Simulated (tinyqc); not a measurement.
Comparisons within one model: metal-induced gap states at the contact of a metal chain and a two-band chain. A value that a table varies takes the place of the one given here.

The semiconductor alternates sites A at -Eg/2 and C at +Eg/2 with hopping -t; the gap runs from -Eg/2 to Eg/2. In the gap cosh(q a) = 1 + (Eg^2/4 - E^2)/(2 t^2) and the amplitude changes by -exp(-q a) a period. The metal has site energy 0 and hopping -tm; its end site has g_m = (E - i sqrt(4 tm^2 - E^2))/(2 tm^2). Sites 1, 2, ... count into the semiconductor, with energies e1, e2 alternating. The clean half chain has g1 = 1/(E - e1 - t^2 g2), g2 = 1/(E - e2 - t^2 g1), decaying root. With the contact G11 = 1/(1/g1 - tc^2 g_m), and the density on site j is -Im G_jj/pi = |psi_j/psi_1|^2 (-Im G11/pi), per spin, with psi_2/psi_1 = -t g2, psi_3/psi_2 = -t g1.

Constants: e^2/(4 pi eps0) = 14.39964547 eV angstrom.

Inputs chosen for the exercise (gap and optical dielectric constant near those of Ge; the chain itself is a model; shifted at random, so the results belong to these values and not to a real crystal):
```
symbol  value  unit      meaning
Eg      0.68   eV        gap
t       2.38   eV        hopping in the semiconductor
tm      1.71   eV        hopping in the metal
tc      1.08   eV        hopping across the contact
end     A                site that touches the metal
a       4      angstrom  period (two sites); one chain for each area a^2
eps     15.8             dielectric constant
E       -0.03  eV        energy from mid-gap
```

## Across the gap

E = f Eg. Share on C: the part of the summed density that lies on C sites, whose orbitals make the conduction edge.

Gap states:
```
f      E (eV)  xi = 1/(2q) (angstrom)  D1 (1/eV)  D2 (1/eV)  sum (1/eV)  share on C
-0.48  -0.326                   50.00     0.3427     0.0067      4.5445       0.019
-0.40  -0.272                   23.34     0.1744     0.0178      1.2205       0.093
-0.30  -0.204                   17.51     0.1006     0.0224      0.6022       0.182
-0.15  -0.102                   14.69     0.0538     0.0253      0.3315       0.320
0.00    0.000                   14.01     0.0310     0.0269      0.2332       0.464
0.15    0.102                   14.69     0.0175     0.0284      0.1927       0.618
0.30    0.204                   17.51     0.0085     0.0304      0.1905       0.781
0.40    0.272                   23.34     0.0039     0.0324      0.2306       0.892
0.48    0.326                   50.00     0.0008     0.0354      0.4707       0.979
```

The decay length xi of the density is shortest at mid-gap, 14.01 angstrom, and grows to 50.0 near the edges. The summed density is least at f = 0.3 (0.1905) and largest at f = -0.48 (4.5445 1/eV). The share on C goes from 0.02 to 0.98 and passes one half near f = +0.035, a point that depends on which site ends the chain. The states turn from valence-like to conduction-like across the gap; the branch point, where the decay is fastest, lies at mid-gap in this symmetric chain and is the usual estimate of the neutrality level.

## Wider gaps pin less

E = 0; Eg is varied and eps follows 1 + (eps0 - 1)(Eg0/Eg), with the given Eg and eps as Eg0 and eps0. xi = 1/(2q), N = 2 (summed density)/a^2, S = 1/(1 + 4 pi e^2 N xi/eps).

Against the gap:
```
Eg (eV)    eps  xi (angstrom)  summed density (1/eV)      S  S at fixed eps
0.50     21.13          19.05                 0.3224  0.132           0.102
0.75     14.42          12.71                 0.2101  0.193           0.207
1.10     10.15           8.67                 0.1388  0.272           0.367
1.50      7.71           6.37                 0.0981  0.353           0.528
2.30      5.38           4.18                 0.0594  0.489           0.738
3.40      3.96           2.86                 0.0363  0.628           0.871
5.50      2.83           1.82                 0.0186  0.787           0.954
9.00      2.12           1.19                 0.0086  0.902           0.986
```

From Eg = 0.5 to 9 eV xi falls by a factor 16.0 and the summed density by 37.5, so at fixed eps S rises from 0.10 to 0.99. The weaker screening of wide-gap solids works against this: with it S goes from 0.13 to 0.90.

## Weakening the contact bond

At the given E, tc is varied, as by a thin spacer. xi = 1/(2q), N = 2 (summed density)/a^2, S = 1/(1 + 4 pi e^2 N xi/eps) with xi and eps kept.

Against tc:
```
tc (eV)  D1 (1/eV)  summed density (1/eV)       S
0.10       0.00034                0.00237  0.9544
0.25       0.00213                0.01483  0.7701
0.50       0.00846                0.05905  0.4568
0.80       0.02117                0.14772  0.2516
1.20       0.04313                0.30091  0.1417
1.80       0.06599                0.46042  0.0974
2.50       0.06130                0.42765  0.1040
3.50       0.03994                0.27869  0.1512
```

For a weak bond the density goes as tc^2 (ratio 6.25 between 0.25 and 0.1 eV, against 6.25). It is largest at tc = 1.8 eV among these rows and falls beyond, as the first site pairs off with the metal. S is 0.954 at 0.1 eV and has its least value, 0.097, in that row.

## What each parameter does

xi = 1/(2q), summed density, and S = 1/(1 + 4 pi e^2 N xi/eps), N = 2 (summed density)/a^2. Each row changes one parameter from the base and keeps the others.

Results:
```
case           xi (angstrom)  summed density (1/eV)       S
base                  14.067                0.25397  0.1635
Eg = 0.748 eV         12.781                0.22764  0.1936
t = 2.618 eV          15.471                0.23533  0.1610
tm = 1.881 eV         14.067                0.23425  0.1749
tc = 1.188 eV         14.067                0.29629  0.1435
eps = 17.38           14.067                0.25397  0.1770
end = C               14.067                0.21706  0.1862
```

The largest shifts from the base row, up to three for each result and ties (the steps differ in size, so this ranks the rows, not the parameters). xi (angstrom): t +1.404, Eg -1.285; unchanged at the printed digits by tm, tc, eps and end. summed density (1/eV): tc +0.04232, end -0.03691, Eg -0.02634; unchanged at the printed digits by eps. S: Eg +0.0301, end +0.0226, tc -0.0200. The decay length belongs to the semiconductor alone; the metal and the contact set only the amplitude.

Run: tinyqc, `OMP_NUM_THREADS=1 python tinyqc.py 1480161 1480162 out.jsonl`; Intel(R) Xeon(R) Processor @ 2.30GHz, one thread, shared host; about 0.01 s of CPU time with all checks.
